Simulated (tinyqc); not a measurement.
Punch-through p+-n junction, ionisation integral and breakdown: two steps of the calculation.

A p+ layer at x < 0 and an n drift layer from x = 0 to L on an n+ substrate. Depletion approximation, built-in voltage neglected. Local ionisation coefficients alpha_n = an exp(-(bn/E)^mx), alpha_p = ap exp(-(bp/E)^mx). Electrons move towards +x, holes towards x = 0.

Parameters, values chosen for the exercise; material values close to those of 4H silicon carbide:

| symbol | value | unit | meaning |
|---|---|---|---|
| eps_r | 9.56 |  | relative permittivity |
| an | 1.72e8 | 1/cm | prefactor of the electron ionisation coefficient |
| bn | 3.23e7 | V/cm | field constant for electrons |
| ap | 3.28e8 | 1/cm | prefactor of the hole ionisation coefficient |
| bp | 2.54e7 | V/cm | field constant for holes |
| mx | 1 |  | exponent |
| N | 7.2e15 | cm^-3 | donor density of the drift layer |
| L | 5 | um | thickness of the drift layer |
| V | 764 | V | reverse voltage |
| fr | 1 |  | share of the depleted width that the grid covers |

Constants: q = 1.602176634e-19 C, eps0 = 8.8541878128e-14 F/cm where lengths are in cm. Results are converted to the units shown.

Question 1. Field and ionisation coefficients on a grid. W = sqrt(2 eps0 eps_r V/(q N)), peak field E0 = q N W/(eps0 eps_r), falling linearly to 0 at W; if W > L the layer is punched through: W = L, E0 = V/L + q N L/(2 eps0 eps_r), falling linearly to E1 = V/L - q N L/(2 eps0 eps_r). Grid: 12 equal steps from 0 to fr W.

Find: W; x; E; alpha_n; alpha_p.

Answer 1.

W = 5.000 um

```
point  x (um)  E (kV/cm)  alpha_n (1/cm)  alpha_p (1/cm)
0       0.000       1869           5.356           410.0
1       0.417       1812           3.116           267.8
2       0.833       1755           1.750           170.2
3       1.250       1698          0.9461           104.9
4       1.667       1642          0.4900           62.52
5       2.083       1585          0.2421           35.91
6       2.500       1528          0.1135           19.80
7       2.917       1471         0.05021           10.42
8       3.333       1414         0.02080           5.211
9       3.750       1358        0.008001           2.459
10      4.167       1301        0.002832           1.087
11      4.583       1244        9.119e-4          0.4457
12      5.000       1187        2.634e-4          0.1679
```

Question 2. Ionisation integrals by the trapezoid rule. G(x) = integral from 0 to x of (alpha_n - alpha_p); I_n = integral of alpha_n exp(-G) (electrons injected at x = 0), I_p = integral of alpha_p exp(G(end) - G) (holes injected at the far edge); M = 1/(1 - I). All integrals by the trapezoid rule on the grid.

```
point     x (um)  alpha_n (1/cm)  alpha_p (1/cm)
0      0.0000000       5.3563978       410.02203
1      0.4166667       3.1161703       267.79999
2      0.8333333       1.7504406       170.15453
3      1.2500000      0.94607270       104.88308
4      1.6666667      0.49002080       62.521509
5      2.0833333      0.24211971       35.913100
6      2.5000000      0.11352429       19.796151
7      2.9166667     0.050205981       10.421756
8      3.3333333     0.020795623       5.2110889
9      3.7500000    0.0080014454       2.4588739
10     4.1666667    0.0028323823       1.0865930
11     4.5833333    9.1193439e-4      0.44567779
12     5.0000000    2.6344887e-4      0.16786233
```

Give: G; alpha_n exp(-G); I_n; I_p; M_n; M_p.

Answer 2.

```
point         G  alpha_n exp(-G) (1/cm)
0       0.00000                   5.356
1      -0.01394                   3.160
2      -0.02297                   1.791
3      -0.02864                   0.974
4      -0.03210                   0.506
5      -0.03413                   0.251
6      -0.03529                   0.118
7      -0.03591                   0.052
8      -0.03624                   0.022
9      -0.03640                   0.008
10     -0.03647                   0.003
11     -0.03650                   0.001
12     -0.03652                   0.000
```

I_n = 3.985e-4
I_p = 0.03621
M_n = 1.000
M_p = 1.038

Numbers from tinyqc (`OMP_NUM_THREADS=1 python tinyqc.py 2120132 2120133 out.jsonl`; about 0.1 s on one thread of a shared Intel Xeon 2.30GHz).
